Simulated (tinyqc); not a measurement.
Phonon-assisted absorption at an indirect gap: sweeps and comparisons. A value that a table varies takes the place of the one given here.

alpha(E) = sum_j A_j [N_j (E - Eg + w_j)^2 + (N_j + 1)(E - Eg - w_j)^2], each bracket counted only where its base is positive; N_j = 1/(exp(w_j/kB T) - 1). The first term absorbs a phonon and the second emits one; excitons and direct transitions are left out.

Photodiode (Gaertner form with a dead layer): QE = (1 - R) exp(-alpha xj) [1 - exp(-alpha W)/(1 + alpha L)], R = ((nr - 1)/(nr + 1))^2; responsivity = QE/E in A/W for E in eV.

Constants: kB = 8.617333262e-05 eV/K.

Parameters, chosen for this exercise (loosely those of GaP at room temperature; Eg is not tied to T; shifted at random, so the results belong to these values and not to a real crystal):

| symbol | value | unit | meaning |
|---|---|---|---|
| Eg | 2.264 | eV | indirect gap, held fixed unless listed |
| w | (44.4, 12.9) | meV | two zone-edge phonons |
| A | (5800, 1000) | 1/(cm eV^2) | their strengths |
| T | 77 | K |  |
| nr | 3.39 |  | refractive index |
| xj | 0.09 | micrometre | dead layer at the surface |
| W | 26 | micrometre | depleted width |
| L | 5.7 | micrometre | minority diffusion length below it |
| E | 2.258 | eV | photon energy |

## The square root of alpha at three temperatures

The gap is held fixed, so only the phonon occupations change.

sqrt(alpha) (1/cm^(1/2)):

| E - Eg (eV) | 4 K | 77 K | 150 K |
|---|---|---|---|
| -0.04 | 0.000 | 0.012 | 0.061 |
| -0.02 | 0.000 | 0.066 | 0.339 |
| 0.00 | 0.000 | 0.205 | 0.691 |
| 0.02 | 0.225 | 0.519 | 1.230 |
| 0.04 | 0.857 | 1.173 | 2.043 |
| 0.07 | 2.657 | 2.975 | 3.954 |
| 0.10 | 5.051 | 5.393 | 6.482 |
| 0.15 | 9.136 | 9.560 | 10.927 |
| 0.20 | 13.245 | 13.764 | 15.445 |
| 0.30 | 21.479 | 22.199 | 24.539 |
| 0.45 | 33.841 | 34.869 | 38.221 |
| 0.60 | 46.207 | 47.546 | 51.918 |

Below the gap only phonon absorption acts: at E - Eg = -0.02 eV sqrt(alpha) is 0.000, 0.066 and 0.339 at 4, 77 and 150 K. A straight line through the last two rows meets the axis at E - Eg = +0.0395, +0.0374 and +0.0314 eV: the intercept is roughly a weighted mean of the thresholds, not the gap, and it moves from the emission side towards Eg as the occupations grow. At the last row alpha grows by a factor 1.26 from the lowest to the highest temperature at fixed gap.

## Spectral response

Response:

| E (eV) | wavelength (nm) | alpha (1/cm) | 1/alpha (micrometre) | dead layer | collected | QE | A/W |
|---|---|---|---|---|---|---|---|
| 2.28 | 544 | 0.177 | 5.65e+04 | 1.000 | 0.001 | 0.000 | 0.000 |
| 2.32 | 534 | 3.81 | 2.62e+03 | 1.000 | 0.012 | 0.008 | 0.004 |
| 2.38 | 521 | 45.1 | 222 | 1.000 | 0.133 | 0.094 | 0.039 |
| 2.46 | 504 | 180 | 55.5 | 0.998 | 0.433 | 0.304 | 0.124 |
| 2.56 | 484 | 478 | 20.9 | 0.996 | 0.773 | 0.542 | 0.212 |
| 2.71 | 458 | 1.19e+03 | 8.39 | 0.989 | 0.973 | 0.677 | 0.250 |
| 2.91 | 426 | 2.65e+03 | 3.78 | 0.976 | 1.000 | 0.687 | 0.236 |
| 3.16 | 392 | 5.27e+03 | 1.90 | 0.954 | 1.000 | 0.671 | 0.212 |
| 3.46 | 358 | 9.59e+03 | 1.04 | 0.917 | 1.000 | 0.645 | 0.187 |
| 3.86 | 321 | 1.74e+04 | 0.576 | 0.855 | 1.000 | 0.602 | 0.156 |

QE is highest, 0.687, at 2.91 eV of those listed and the responsivity at 2.71 eV; reflection alone caps QE at 0.704. Near the gap weak absorption limits it (collected share 0.001); at the top the dead layer passes 0.855. Far above the gap the quadratic law and a constant index are only rough; in the real crystal direct transitions take over near 2.8 eV, so the rows above that understate alpha.

## What moves the response

At the energy E. Each row changes one parameter from the base and keeps the others.

Results:

| case | alpha (1/cm) | QE |
|---|---|---|
| base | 0.01858 | 0.0000 |
| Eg = 2.244 eV | 0.1469 | 0.0003 |
| T = 127 K | 0.1717 | 0.0004 |
| W = 52 micrometre | 0.01858 | 0.0001 |
| L = 2.85 micrometre | 0.01858 | 0.0000 |
| xj = 0.18 micrometre | 0.01858 | 0.0000 |
| nr = 3.56 | 0.01858 | 0.0000 |

The largest shifts from the base row, up to three for each result and ties (the steps differ in size, so this ranks the rows, not the parameters). alpha (1/cm): T +0.153, Eg +0.128; unchanged at the printed digits by W, L, xj and nr. QE: T +0.0003, Eg +0.0003, W +0.0000; unchanged at the printed digits by L, xj and nr.

Computed by tinyqc, a small Python program: `OMP_NUM_THREADS=1 python tinyqc.py 1681241 1681242 out.jsonl` (the numbers bound the seed that draws the inputs); one thread of a shared host (Intel(R) Xeon(R) Processor @ 2.30GHz), about 0.01 s for the whole set of steps.
